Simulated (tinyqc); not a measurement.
Hexagonal on-chip spiral inductor, lumped pi model: two steps of the calculation.

Outer diameter do = di + 2 n wd + 2 (n - 1) sp, mean da = (do + di)/2, fill p = (do - di)/(do + di), length l = 3.464 n da. L = 2.33 mu0 n^2 da/(1 + 3.82 p), mu0 = 4 pi 1e-7 H/m. Rs = rho l/(wd delta (1 - exp(-th/delta))), delta = sqrt(rho/(pi f mu0)). Cs = n wd^2 eps0 eo/hu across the coil. At each end Cox = l wd eps0 eo/(2 ho) leads to the substrate branch Rsi = 2 rs he/(l wd) in parallel with Csi = l wd eps0 11.7/(2 he). With one end grounded Y = 1/(Rs + i w L) + i w Cs + 1/[1/(i w Cox) + 1/(1/Rsi + i w Csi)], w = 2 pi f; Q = -Im Y/Re Y. Eddy currents in neighbouring turns and in the substrate are left out.

Values chosen for this exercise; values of the order met in silicon radio-frequency processes:
```
symbol  value     unit                                     meaning
n         1.5                                      number of turns
wd         15       um                                  line width
sp          3       um                         space between turns
di         40       um                              inner diameter
th        0.9       um                             metal thickness
rho       1.9  uohm cm                           metal resistivity
ho        8.2       um                        oxide below the coil
hu        0.9       um            oxide between coil and underpass
eo        3.9                   relative permittivity of the oxide
rs       1000   ohm cm                       substrate resistivity
he         30       um  effective spreading depth in the substrate
f         3.6      GHz                                   frequency
```

Constants: eps0 = 8.8541878128e-12 F/m. Results are converted to the units shown.

Problem 1. Geometry and model elements. do, l, L, delta, Rs, Cs, Cox, Rsi and Csi as defined.

Find: do; l; L; delta; Rs; Cs; Cox; Rsi; Csi.

Solution 1.

do = 88.000 um
l = 332.54 um
L = 0.17333 nH
delta = 1.1562 um
Rs = 0.67357 ohm
Cs = 12.949 fF
Cox = 10.503 fF
Rsi = 1.2028e5 ohm
Csi = 8.6124 fF

Problem 2. Admittance, quality factor and apparent inductance. Series branch 1/(Rs + i w L), substrate branch, total Y, Q = -Im Y/Re Y, apparent inductance Im(1/Y)/w, metal-only value w L/Rs, share of the loss in the substrate Re(substrate branch)/Re Y.

L = 0.17333067 nH
Rs = 0.67357338 ohm
Cs = 12.949250 fF
Cox = 10.502915 fF
Rsi = 1.2028483e5 ohm
Csi = 8.6123906 fF

Find: series branch; substrate branch; Y; Q; apparent inductance; w L/Rs; share of the loss in the substrate.

Solution 2.

series branch = 42.6-247.7i mS
substrate branch = 0.0025+0.1071i mS
Y = 42.6-247.3i mS
Q = 5.811
apparent inductance = 0.1736 nH
w L/Rs = 5.821
share of the loss in the substrate = 0.005894 %

Q is 99.8 % of the metal-only value.

Numbers from tinyqc (`OMP_NUM_THREADS=1 python tinyqc.py 2302070 2302071 out.jsonl`; about 0.01 s on one thread of a shared Intel Xeon 2.30GHz).
